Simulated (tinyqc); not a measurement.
Comparisons within one model: ionisation potential and affinity of a slab from the planar-averaged potential. A value that a table varies takes the place of the one given here.

A model of the planar-averaged electrostatic energy of an electron in a periodic cell of N1 periods of A (L1 = N1 n1 h) and N2 periods of vacuum (L2 = N2 n2 h), on z_j = j h: V(z) = f VA + (1 - f) VB + F t(z), VA = V1[0] + V1[1] cos(2 pi z/(n1 h)) + V1[2] cos(4 pi z/(n1 h)), VB the same with V2, n2 and z - L1. f = [tanh(z/w) - tanh((z - L1)/w) + tanh((z - L1 - L2)/w)]/2 + 1/2; t(z) = z - L1/2 in A and (L1/L2)(L1 + L2/2 - z) beyond, so that the cell is periodic.

Running mean over n points, periodic: for odd n the plain mean of the n points centred on j; for even n the n + 1 points with half weight at both ends. The macroscopic average applies the mean over n1 points and then over n2 points.

Inputs chosen for the exercise (gap near that of Si; not measured data): h = 0.35 angstrom (grid step); n1 = 6 (grid points per period of A); n2 = 5 (grid points per period of the vacuum filter); V1 = (-6.04, 4, 0.21) eV (mean and two harmonics of the potential in A); V2 = (0, 0, 0) eV (the same in vacuum); w = 0.53 angstrom (width of the interfaces); N1 = 4 (periods of A); N2 = 4 (periods of vacuum); F = 0 eV/angstrom (slope in A from opposite charges on the two interfaces).

## How thick the regions must be

N1 = N2 = N, no slope (F = 0); dV is read at j = floor(N n1/2) and N n1 + floor(N n2/2). The exact value is V2[0] - V1[0].

Results:

| N | L1 (angstrom) | dV (eV) | error (meV) |
|---|---|---|---|
| 1 | 2.10 | 3.0580 | -2982.04 |
| 2 | 4.20 | 5.6058 | -434.16 |
| 3 | 6.30 | 6.0122 | -27.81 |
| 4 | 8.40 | 6.0393 | -0.66 |
| 5 | 10.50 | 6.0400 | -0.03 |
| 6 | 12.60 | 6.0400 | 0.00 |

The error is below 10 meV from N = 4 on. The two windows together span 3.85 angstrom and must fit between the interface tails, which fall as exp(-2 z/w); the errors at N = 2, 3 and 4 are -434.16, -27.81 and -0.66 meV.

## The choice of windows

dV read at j = 12 and 34 after means over the numbers of points listed; ripple is the spread over the five points around each.

Results:

| windows | dV (eV) | ripple in A (meV) | ripple in vacuum (meV) |
|---|---|---|---|
| none | 1.830 | 6315 | 0 |
| 6 only | 6.040 | 0 | 2 |
| 5 only | 5.282 | 1137 | 1 |
| 7 only | 6.581 | 812 | 2 |
| 7, 6 | 6.038 | 1 | 14 |
| 6, 5 | 6.039 | 0 | 5 |

Which rows can be used, and how does a wrong window show?

The last row matches both periods and lies -1 meV from the value of a thick cell, V2[0] - V1[0] = 6.040 eV. Against it the raw potential errs by -4.21 eV. Within 20 meV of it lie: 6 only and 7, 6. A window one point too long leaves a ripple of 812 meV in A, against 0 meV in the last row: the ripple is the sign to look for. Rows to use, with under 30 meV of ripple in both regions once the tilt is taken off: 6 only, 7, 6 and 6, 5. A row with a large ripple can hit the right value only by chance.

Computed by tinyqc, a small Python program: `OMP_NUM_THREADS=1 python tinyqc.py 1880731 1880732 out.jsonl` (the numbers bound the seed that draws the inputs); one thread of a shared host (Intel(R) Xeon(R) Processor @ 2.30GHz), about 0.01 s for the whole set of steps.
